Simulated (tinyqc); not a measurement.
Random telegraph noise from one oxide trap in a small MOSFET: two steps of the calculation.

An acceptor-like trap exchanges electrons with the channel. Inversion charge Q = Cox u, u = n Vt W0(exp((Vg - VT)/(n Vt))), W0 the Lambert function, n = nf, Cox = eps0 eox/tox; linear regime Id = (W/L) mu Q Vd. Relative to threshold the surface potential rises by Vt ln(u/u0) and the oxide voltage by the rest of Vg - VT, with u0 = n Vt W0(1).

Values chosen for this exercise; values of the order met in silicon transistors: temperature T = 350 K; relative permittivity of the gate insulator (close to silicon dioxide) eox = 3.9; insulator thickness tox = 2 nm; depth of the trap from the channel interface xt = 0.43 nm; trap level above the channel Fermi level at threshold E0 = 0.02 eV; capture prefactor s0 = 4e-16 cm^2; capture barrier (lattice relaxation) EB = 0.42 eV; tunnelling decay length lt = 0.13 nm; thermal velocity vth = 1.4e7 cm/s; thickness of the inversion layer zi = 2.1 nm; threshold voltage VT = 0.55 V; body factor nf = 1.36; gate voltage Vg = 0.6 V.

Constants: q = 1.602176634e-19 C, kB = 1.380649e-23 J/K, Vt = kB T/q, eps0 = 8.8541878128e-14 F/cm where lengths are in cm. Results are converted to the units shown.

Question 1. Trap level, time constants and occupancy. N = Cox u/q; dpsi = Vt ln(u/u0); E = E0 - dpsi - (xt/tox)(Vg - VT - dpsi); capture time tc = 1/[(N/zi) vth s0 exp(-xt/lt - EB/Vt)]; emission time te = tc exp(-E/Vt); occupancy te/(tc + te).

Wanted: u; N; dpsi; E; tc; te; occupancy.

Answer 1.

u = 0.04563 V
N = 4.917e11 cm^-2
dpsi = 0.02032 V
E = -0.006700 eV
tc = 0.002326 s
te = 0.002904 s
occupancy = 0.5553

The trap lies 0.22 Vt below the Fermi level, so it is filled most of the time.

Question 2. Lorentzian spectrum. Spectrum S(f) = 4 dI^2/{(tc + te)[(1/tc + 1/te)^2 + (2 pi f)^2]}; corner fc = (1/tc + 1/te)/(2 pi); variance dI^2 tc te/(tc + te)^2. Give S at f = 0, at fc and at 10 fc.

tc = 0.0023257079 s
te = 0.0029042491 s
dI = 41.064324 nA

Give: fc; S(0); S(fc); S(10 fc); rms current.

Answer 2.

fc = 123.2 Hz
S(0) = 2.151e-18 A^2/Hz
S(fc) = 1.076e-18 A^2/Hz
S(10 fc) = 2.130e-20 A^2/Hz
rms current = 20.41 nA

The rms value is 0.497 of the step; it reaches its largest share, 1/2, when tc = te.

Range of the model: VT is taken as given; short-channel effects and the uneven flow of current among few electrons are left out.

Numbers from tinyqc (`OMP_NUM_THREADS=1 python tinyqc.py 2710007 2710008 out.jsonl`; about 0.01 s on one thread of a shared Intel Xeon 2.30GHz).
